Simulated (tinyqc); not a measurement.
The internal displacement: deformation potentials from a strained empirical pseudopotential.

Diamond lattice, no spin-orbit coupling. Atomic form factor V(q) = a1 (q^2 - a2)/(a3 exp(a4 q^2) - 1) in rydberg with q in 1/bohr, for the unstrained cell. Under a strain e the reciprocal vectors and k go over into (1 + e)^(-1) G, the atoms sit at +/- tau with tau = (1 + e) a (1,1,1)/8 - zeta a (eyz, ezx, exy)/4, and H(G,G') = c |k + G|^2 delta + (V(q)/det(1 + e)) cos(q.tau), q = G - G', with the term q = 0 left out; c = hbar^2/2m0. The basis is fixed before straining: all G with |k + G|^2 up to 16 (2 pi/a)^2. k is given in units of 2 pi/a of the unstrained cell.

Constants: hbar^2/2m0 = 3.80998211 eV angstrom^2; Ry = 13.60569312 eV; a0 (Bohr radius) = 0.5291772105 angstrom.

Inputs chosen for the exercise (out of a larger set: near those of Si; not measured data):

| symbol | value | unit | meaning |
|---|---|---|---|
| a | 5.432 | angstrom | lattice constant |
| A | (0.54, 2.185, 2.055, 0.493) |  | a1 (Ry bohr^2), a2 (1/bohr^2), a3, a4 (bohr^2) |
| h | 0.004 |  | size of the test strain |

Xu of L (level 5, the lowest empty one) and d from exy = eyz = ezx = h for several zeta: Xu = [E(L [111]) - E(L [1-1-1])]/((8/3) h), d = (single valence level - pair)/(3 sqrt(3) h). zeta = 0 strains the bonds with the lattice; zeta = 1 keeps all four bond lengths equal to first order.

Results:

| zeta | Xu (L) (eV) | d (eV) |
|---|---|---|
| 0.00 | 11.07 | 0.56 |
| 0.25 | 11.45 | -1.72 |
| 0.50 | 11.85 | -4.01 |
| 0.60 | 12.01 | -4.92 |
| 0.75 | 12.25 | -6.29 |
| 1.00 | 12.68 | -8.57 |

From zeta = 0 to 1, d goes from 0.56 to -8.57 eV and Xu (L) from 11.07 to 12.68 eV, both nearly linearly: the displacement is an optical-phonon mode, and d = d(0) - zeta d0/4 gives its deformation potential d0 = 37 eV. Leaving the relaxation out (zeta = 0 for 0.5) moves d by +4.57 eV, which reverses its sign, and Xu (L) by -0.77 eV. Tetragonal strain has no such freedom.

Program tinyqc; command `OMP_NUM_THREADS=1 python tinyqc.py 1850230 1850231 out.jsonl`; about 0.3 s on one thread of a shared Intel(R) Xeon(R) Processor @ 2.30GHz.
